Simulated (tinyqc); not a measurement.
Starting guesses with plain Roothaan steps: SCF starting guesses in the 3-21g basis, for H2, spin multiplicity 3. Computed by the program tinyqc with PySCF. UHF with one setting changed at a time; a run stops when the energy changes by less than 1e-09 hartree and the error matrix is below 1e-5. Starts: the lowest orbitals of the core Hamiltonian, of the Wolfsberg-Helmholz matrix (K = 1.75), projected atomic densities, random orbitals, and the highest orbitals of the core Hamiltonian (a deliberately bad start).

Geometry (angstrom):
```
atom,x,y,z
H,0.0000,0.0000,0.0000
H,0.0000,0.0000,1.0690
```

lowest solution found by these runs and by PySCF with stability checks = -0.881091 hartree

Largest element of the error matrix X^T (FDS - SDF) X:
```
iteration,core,Wolfsberg-Helmholz,atomic densities,random,highest core orbitals
1,6.0e-02,3.0e-01,1.4e-01,1.8e-01,4.9e-02
2,1.7e-02,7.8e-02,1.9e-03,6.7e-02,3.6e-02
3,4.9e-03,1.9e-02,4.7e-04,2.0e-02,1.1e-02
4,1.4e-03,4.7e-03,1.1e-04,5.8e-03,3.1e-03
5,4.0e-04,1.2e-03,2.8e-05,1.7e-03,9.0e-04
6,1.1e-04,3.1e-04,6.8e-06,5.2e-04,2.6e-04
8,9.2e-06,2.7e-05,-,4.9e-05,2.2e-05
10,-,2.3e-06,-,4.8e-06,-
```

How each run ends:
```
run,iterations,E (hartree),state
core,9,-0.881091,lowest found
Wolfsberg-Helmholz,10,-0.881091,lowest found
atomic densities,7,-0.881091,lowest found
random,10,-0.881091,lowest found
highest core orbitals,9,-0.881091,lowest found
```

What does the comparison show, and why?

5 of 5 runs reach the lowest solution found, in 7 to 10 iterations (fastest: atomic densities). The first errors are 6e-02, 3e-01, 1e-01, 2e-01, 5e-02; the deliberately bad start has the smallest one, so a small first error does not mark a good start.
